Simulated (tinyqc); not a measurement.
# Depth and level of a trap from the time ratio

Question. For an oxide trap tc/te = exp(E/Vt) with E = E0 - dpsi - (xt/tox)(Vg - VT - dpsi), dpsi being the rise of the surface potential above its value at threshold. Find xt and E0, and the depth that would be read if dpsi were ignored.

Parameters, values chosen for the exercise:

| symbol | value | unit | meaning |
|---|---|---|---|
| T | 250 | K | temperature |
| tox | 6 | nm | insulator thickness |

Constants: q = 1.602176634e-19 C, kB = 1.380649e-23 J/K, Vt = kB T/q. Results are converted to the units shown.

Vg - VT (V): [0.57, 0.72]
tc/te: [2.0037262, 0.20766425]
dpsi (V): [0.077181713, 0.082660736]

Solution. E + dpsi is a straight line in the oxide voltage Vg - VT - dpsi with slope -xt/tox and intercept E0. Ignoring dpsi assigns the motion of the bands to the trap and overstates its depth.

xt = 1.80 nm
E0 = 0.240 eV
depth read without dpsi = 1.95 nm

Computed by the program tinyqc: `OMP_NUM_THREADS=1 python tinyqc.py 2710062 2710063 out.jsonl`, one thread of a shared Intel Xeon 2.30GHz, about 0.01 s for the whole run.
